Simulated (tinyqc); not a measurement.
Mesh and choice of bands: charge neutrality level from zone-averaged pseudopotential bands.

Empirical pseudopotential on the fcc lattice, atoms at +/- tau, tau = a (1,1,1)/8, no spin-orbit coupling. H(G,G') = c (2 pi/a)^2 |k + G|^2 delta + VS(q) cos(q.tau) + i VA(q) sin(q.tau), q = G - G', c = hbar^2/2m0; k and G in units of 2 pi/a; VS at |q|^2 = 3, 8, 11 and VA at 3, 4, 11, in rydberg, zero elsewhere. At each k the basis holds all G with |k + G|^2 up to 16; energies are counted from the fourth level at Gamma.

Mesh: k = sum_i (n_i + 1/2)/N b_i, n_i = 0 ... N - 1, b = (-1,1,1), (1,-1,1), (1,1,-1); points with the same sorted |kx|, |ky|, |kz| after folding to the shortest k + G are joined, with their count as weight. Neutrality (branch-point) level: E_N = (1/2) mean over k of [E5 + (E3 + E4)/2], E_n the n-th level from below.

Constants: hbar^2/2m0 = 3.80998211 eV angstrom^2; Ry = 13.60569312 eV.

Values chosen for the exercise (out of a larger set: classic local form factors of the size used for InP, without spin-orbit coupling; not measured data):
```
symbol  value                   unit      meaning
a       5.871                   angstrom  lattice constant
VS      (-0.231, 0.011, 0.059)  Ry        symmetric form factors
VA      (0.069, 0.051, 0.009)   Ry        antisymmetric form factors
```

E_N with E5 alone, and with (E5 + E6)/2 in its place.

Results:
```
N  joined points  E_N (eV)  E_N, two conduction bands (eV)
1              1    0.5985                          1.3651
2              2    0.6486                          1.2787
3              6    0.8486                          1.1877
4             10    0.8232                          1.2030
5             19    0.8313                          1.1957
```

For scale, the lowest gap of this set is 1.59 eV. Against N = 5 the errors are -233, -183, +17 and -8 meV for N = 1 to 4 (N = 1 is the L point alone). Taking the second conduction band in moves E_N by +0.36 eV, more than the mesh error at N = 2: the definition, not the mesh, limits the estimate. Local form factors place the indirect gaps only to a few tenths of an eV, and E_N moves with them.

Run: tinyqc, `OMP_NUM_THREADS=1 python tinyqc.py 1880983 1880984 out.jsonl`; Intel(R) Xeon(R) Processor @ 2.30GHz, one thread, shared host; about 0.08 s of CPU time with all checks.
